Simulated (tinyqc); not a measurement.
What moves the results: Shockley-Read-Hall recombination through one deep level. A value that a table varies takes the place of the one given here.

One level at Et with degeneracy 1: tn = 1/(sn vth Nt), tp = 1/(sp_ vth Nt), n1 = Nc exp((Et - Eg)/kT), p1 = Nv exp(-Et/kT), ni^2 = n1 p1. Equilibrium p0 = Nm, n0 = ni^2/Nm; n = n0 + dn, p = p0 + dn. U = (n p - ni^2)/(tp (n + n1) + tn (p + p1)), lifetime dn/U; emission rates en = sn vth n1, ep = sp_ vth p1.

Constants: kB = 8.617333262e-05 eV/K.

Parameters, chosen for this exercise (gap and densities of states near those of Ge at this temperature; the results hold for these values, not for the real material):
- E1 = 0.242 eV (level (+1/0) above Ev)
- E2 = 0.366 eV (level (0/-1) above Ev)
- gm = 1 (degeneracy of the middle state, the others 1)
- T = 300 K
- Eg = 0.664 eV (gap)
- Nc = 9.77e+18 1/cm^3 (conduction-band density of states)
- Nv = 5.08e+18 1/cm^3 (valence-band density of states)
- Nd = -1.2e+14 1/cm^3 (ionised shallow donors minus acceptors)
- Et = 0.366 eV (recombination level above Ev)
- Nt = 6.9e+14 1/cm^3 (defects)
- sn = 1.4e-15 cm^2 (electron capture cross-section)
- sp_ = 9e-16 cm^2 (hole capture cross-section)
- vth = 19000000 cm/s (thermal velocity, both carriers)
- Nm = 6.9e+15 1/cm^3 (equilibrium holes for the lifetime steps)
- dn = 6.6e+13 1/cm^3 (excess pairs)

## Charge state against the Fermi level (deep level with several charge states)

Energies from Ev. The defect has charge states +1, 0, -1 with weights 1, gm exp((EF - E1)/kT), exp((2 EF - E1 - E2)/kT); the shares are the weights over their sum. Boltzmann carriers: n = Nc exp((EF - Eg)/kT), p = Nv exp(-EF/kT). Neutrality: p - n + Nd + Nt <q> = 0.

Shares:
```
EF (eV)     +1      0     -1     <q>
0.040    1.000  0.000  0.000   1.000
0.093    0.997  0.003  0.000   0.997
0.146    0.976  0.024  0.000   0.976
0.199    0.840  0.159  0.000   0.840
0.252    0.402  0.591  0.007   0.394
0.305    0.074  0.846  0.080  -0.006
0.359    0.006  0.564  0.430  -0.424
0.412    0.000  0.144  0.855  -0.855
0.465    0.000  0.021  0.979  -0.979
0.518    0.000  0.003  0.997  -0.997
0.571    0.000  0.000  1.000  -1.000
0.624    0.000  0.000  1.000  -1.000
```

Where the levels are several kT apart the middle state rules between about E1 - kT ln gm = 0.242 and E2 + kT ln gm = 0.366 eV; its largest share listed is 0.846. Each step spreads from 10 % to 90 % over 4.4 kT = 0.114 eV.

## Defects against doping (deep level with several charge states)

Nt takes the listed multiples of |Nd|; the resistivity uses mobilities of 1000 (electrons) and 300 (holes) cm^2/(V s), chosen for the exercise, and e = 1.602176634e-19 C.

Neutral state:
```
Nt/|Nd|  EF (eV)  n (1/cm^3)  p (1/cm^3)  rho (ohm cm)
0.01      0.2749    2.83e+12    1.23e+14           158
0.10      0.2753    2.88e+12    1.21e+14           160
0.30      0.2762    2.98e+12    1.16e+14           165
0.60      0.2775    3.14e+12    1.11e+14           172
0.90      0.2787    3.29e+12    1.06e+14           178
1.10      0.2795    3.39e+12    1.03e+14           183
1.50      0.2809    3.58e+12    9.71e+13           191
3.00      0.2852    4.23e+12    8.21e+13           216
10.00     0.2945    6.06e+12    5.74e+13           268
```

EF goes from 0.275 to 0.294 eV and the resistivity from 158 to 268 ohm cm, with a largest value of 268. The largest move of EF, +0.009 eV, comes between Nt/|Nd| = 3 and 10; the levels lie at 0.242 and 0.366 eV. A defect can take up to one carrier of either sign, so the doping can be cancelled no earlier than Nt = |Nd|, there only if EF lies well beyond the level that takes the carriers and otherwise at larger Nt (mean charge +0.06 in the last row).

## Lifetime against injection

Recombination:
```
dn (1/cm^3)  lifetime (microsecond)  U (1/(cm^3 s))
1.0e+11                     0.05570        1.80e+18
1.0e+12                     0.05571        1.80e+19
1.0e+13                     0.05582        1.79e+20
1.0e+14                     0.05689        1.76e+21
1.0e+15                     0.06627        1.51e+22
1.0e+16                      0.1051        9.51e+22
1.0e+17                      0.1338        7.47e+23
1.0e+18                      0.1387        7.21e+24
```

The lifetime rises from 0.0557 to 0.1387 microsecond; tn + tp = 0.1392. At low injection it is tn (1 + p1/p0) + tp n1/p0 with n1/Nm = 0.014 and p1/Nm = 0.00052: re-emission lengthens it to 1.02 times the minority capture time. Auger and radiative paths are left out; they cut in at the highest injections, and in a doped direct-gap crystal the radiative one counts at all injections. dn = dp neglects trapped charge, which matters where the traps hold a charge comparable with dn, at low injection and with very unequal cross sections.

## Where a level does most harm

Et takes the values listed; G = Nt en ep/(en + ep) in a depleted region; the lifetime is for dn = 1e11 1/cm^3.

Results:
```
Et (eV)  lifetime (microsecond)  G (1/(cm^3 s))
0.040                      8.59        5.90e+15
0.093                      1.15        4.58e+16
0.146                     0.196        3.56e+17
0.199                    0.0727        2.77e+18
0.252                    0.0568        2.14e+19
0.305                    0.0549        1.22e+20
0.359                    0.0554        5.36e+19
0.412                    0.0615        7.18e+18
0.465                     0.109        9.25e+17
0.518                     0.478        1.19e+17
0.571                      3.34        1.53e+16
0.624                      25.6        1.97e+15
```

Generation peaks where en = ep, at Eg/2 + (kT/2) ln(sp_ Nv/(sn Nc)) = 0.318 eV; the largest value listed is at 0.305 eV, and G falls by a decade for each 0.060 eV away from the peak. The lifetime is within a factor 2 of its minimum, 0.0549 microsecond, from 0.199 to 0.465 eV: recombination tolerates a wide range of Et, generation a narrow one.

## What moves lifetime and leakage

G = Nt en ep/(en + ep). Each row changes one parameter from the base and keeps the others.

Results:
```
case                  lifetime (microsecond)  G (1/(cm^3 s))
base                                 0.05649        4.16e+19
Et = 0.406 eV                        0.06080        9.05e+18
sn = 2.8e-15 cm^2                    0.02923        4.21e+19
sp_ = 1.8e-15 cm^2                   0.05550        8.12e+19
Nt = 3.45e+14 1/cm^3                  0.1130        2.08e+19
Nm = 2.07e+16 1/cm^3                 0.05516        4.16e+19
dn = 1.98e+14 1/cm^3                 0.05803        4.16e+19
```

The largest shifts from the base row, up to three for each result and ties (the steps differ in size, so this ranks the rows, not the parameters). lifetime (microsecond): Nt +0.0565, sn -0.0273, Et +0.00431. G (1/(cm^3 s)): sp_ +3.97e+19, Et -3.25e+19, Nt -2.08e+19; unchanged at the printed digits by Nm and dn.

Run: tinyqc, `OMP_NUM_THREADS=1 python tinyqc.py 1682540 1682541 out.jsonl`; Intel(R) Xeon(R) Processor @ 2.30GHz, one thread, shared host; about 0.01 s of CPU time with all checks.
